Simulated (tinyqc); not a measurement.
Threshold for a surface state: Tamm state at the end of a one-band chain.

A half-infinite chain with site energy 0 and hopping -t, band E = -2t cos(ka); the end site has energy D. The surface Green function of the unperturbed half chain is g = (E -/+ sqrt(E^2 - 4t^2))/(2t^2), the root with |t g| <= 1 and Im g <= 0, and with the shift G = g/(1 - D g).

Values chosen for the exercise: t = 0.51 eV (hopping); a = 2.5 angstrom (spacing).

For |D| > t: E = D + t^2/D, weight on the end site 1 - t^2/D^2, decay length of the amplitude a/ln|D/t|; a dash: no bound state. The last column is the surface density -Im G/pi at E = 0.

Against D:
```
D/t    D (eV)   E (eV)  end weight  decay length (angstrom)  density at E = 0 (1/eV)
-3.00  -1.530  -1.7000      0.8889                     2.28                   0.0624
-2.00  -1.020  -1.2750      0.7500                     3.61                   0.1248
-1.40  -0.714  -1.0783      0.4898                     7.43                   0.2109
-1.10  -0.561  -1.0246      0.1736                    26.23                   0.2824
-0.80  -0.408        -           -                        -                   0.3806
0.50    0.255        -           -                        -                   0.4993
0.95    0.484        -           -                        -                   0.3281
1.05    0.535   1.0212      0.0930                    51.24                   0.2969
1.30    0.663   1.0553      0.4083                     9.53                   0.2320
2.50    1.275   1.4790      0.8400                     2.73                   0.0861
```

A state splits off only for |D| > t = 0.51 eV, although in the middle of an endless chain any shift binds one. Just past the threshold, at D/t = 1.05, it lies 1.2 meV outside the band and spreads over 51.2 angstrom; at D/t = -3 it holds 89 % of the end site, and the density left at the band centre has fallen to 0.10 of the clean value.

Program tinyqc; command `OMP_NUM_THREADS=1 python tinyqc.py 1450742 1450743 out.jsonl`; about 0.01 s on one thread of a shared Intel(R) Xeon(R) Processor @ 2.30GHz.
